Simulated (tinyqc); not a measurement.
# Stillinger-Weber potential for a tetrahedral semiconductor, step by step

A worked calculation. Computed by tinyqc, a small Python program that keeps every step. Command: `OMP_NUM_THREADS=1 python tinyqc.py 3030617 3030618 out.jsonl swsi walk`. One thread of a shared host (Intel(R) Xeon(R) Processor @ 2.30GHz), about 0.05 s of CPU time with the checks. Intermediate numbers are printed to about 7 digits and carried at full precision; extremes and crossings named in words are read from the listed rows.

With x = r/sigma: pair term eps A (B x^-4 - 1) exp(1/(x - a)); for each pair of neighbours j, k of atom i, three-body term eps lambda exp(gamma/(x_ij - a) + gamma/(x_ik - a)) (cos theta_jik + 1/3)^2; both vanish beyond x = a. A = 7.049556277, B = 0.6022245584, a = 1.8.

Inputs (values chosen for the exercise, modelled on silicon):
```
quantity                    value      unit
energy scale eps            2.208        eV
length scale sigma          2.084  angstrom
three-body strength lambda   23.4         -
gamma                         1.2         -
bond 1 of the trimer         2.28  angstrom
bond 2 of the trimer         2.49  angstrom
angle of the trimer theta     131   degrees
```

displacement of one atom (angstrom): 0.2  0.2  -0.049

Constants: 1 eV/angstrom^3 = 160.2176634 GPa.

## A trimer

Atom 1 binds atoms 2 and 3 at the angle theta; the third side follows from the cosine rule. Sum the three pair terms and the three-body terms centred on each atom.

distance 2-3 = 4.341389 angstrom

pair terms (eV): 1-2 -2.188447, 1-3 -2.100963, 2-3 0.000000

three-body term at atom 1 = 0.1353634 eV

three-body terms at atoms 2 and 3 = 0 eV

energy of the trimer = -4.154046 eV

The cut-off is 3.751 angstrom, so atoms 2 and 3 do not interact directly.

## The diamond lattice

All angles are tetrahedral, so only the pair term acts; its minimum lies at x = 2^(1/6) with depth eps, and second neighbours lie beyond the cut-off. a0 = 4 d/sqrt3; E = -2 eps per atom.

bond length d = 2.339211 angstrom

lattice constant a0 = 5.402176 angstrom

energy per atom = -4.416 eV

## Elastic constants and internal strain

Second derivatives of the energy per atom, volume a0^3/8: e_xx gives C11, e_xx = -e_yy gives 2 (C11 - C12), e_xy = e_yx = h/2 gives the unrelaxed C44(0). Under that shear the second sublattice shifts by u_z; minimising over u_z gives C44 = C44(0) - E_hu^2/(E_uu V) and Kleinman's zeta = |E_hu/E_uu|/(a0/4). The optical force constant is k = 4 E_uu, with M omega^2 = k at the zone centre.

C11 = 162.5866 GPa

C12 = 76.11517 GPa

unrelaxed C44(0) = 114.5469 GPa

C44 = 63.29202 GPa

internal strain zeta = 0.5979122

optical force constant k = 38.67308 eV/angstrom^2

Internal relaxation lowers C44 by 45 %. zeta = 1 would keep all bond lengths equal under shear and 0 would move atoms with the lattice; the value here is 0.60. Caution: the original fit to silicon is too soft in shear (C44) and too stiff for the optical mode.

## One atom displaced in the eight-atom cell

Cubic cell of side a0 with periodic images; atoms 1 to 4 at (0,0,0), (0,1/2,1/2), (1/2,0,1/2), (1/2,1/2,0), atoms 5 to 8 shifted by (1/4,1/4,1/4). Atom 5 is moved by u. Forces are minus the gradient of the total energy.

bond lengths from atom 5 to atoms 1 to 4 (angstrom): 2.549979  2.384672  2.384672  2.083631

rise of the pair energy = 0.6555317 eV

three-body energy = 0.1733783 eV

forces (eV/angstrom):
```
                x          y          z
atom 5  -4.038277  -4.038277   2.117054
atom 1   1.117174   1.117174   0.615243
atom 2   0.505252   0.273236  -0.323215
atom 3   0.273236   0.505252  -0.323215
atom 4   2.289475   2.289475  -2.168418
```

Bond bending carries 21 % of the energy rise. The four neighbours take up a total force of 6.314 against 6.091 eV/angstrom on atom 5; the difference acts on atoms 6 to 8.

## Diamond against structures with more neighbours

Each structure is relaxed in its neighbour distance d (lowest minimum for d between sigma and 1.7 sigma), with all neighbours inside the cut-off, second shells too where they fall inside.

Energies per atom (eV):
```
structure     first neighbours  d (angstrom)       pair  three-body      total  volume (angstrom^3)
diamond                      4      2.339211  -4.416000    0.000000  -4.416000             19.70681
simple cubic                 6      2.621678  -5.604675    1.644742  -3.959934             18.01931
bcc                          8      2.815762  -6.145657    2.267266  -3.878391             17.18564
fcc                         12      2.938449  -6.094450    2.342408  -3.752043             17.94070
```

The order is diamond < simple cubic < bcc < fcc, the lowest two 0.456 eV apart. Against diamond the pair energy changes by -1.19 (simple cubic), -1.73 (bcc), -1.68 (fcc) eV, while angles away from 109.47 degrees cost 1.64, 2.27, 2.34 eV; the bonds stretch to 2.94 angstrom in fcc to weaken that penalty.

Checks made by the program: lattice sum at a0 (relative difference below 1e-10); B from the pair term alone, phi''(d)/(3 a0), against (C11 + 2 C12)/3 (relative difference 6e-07).
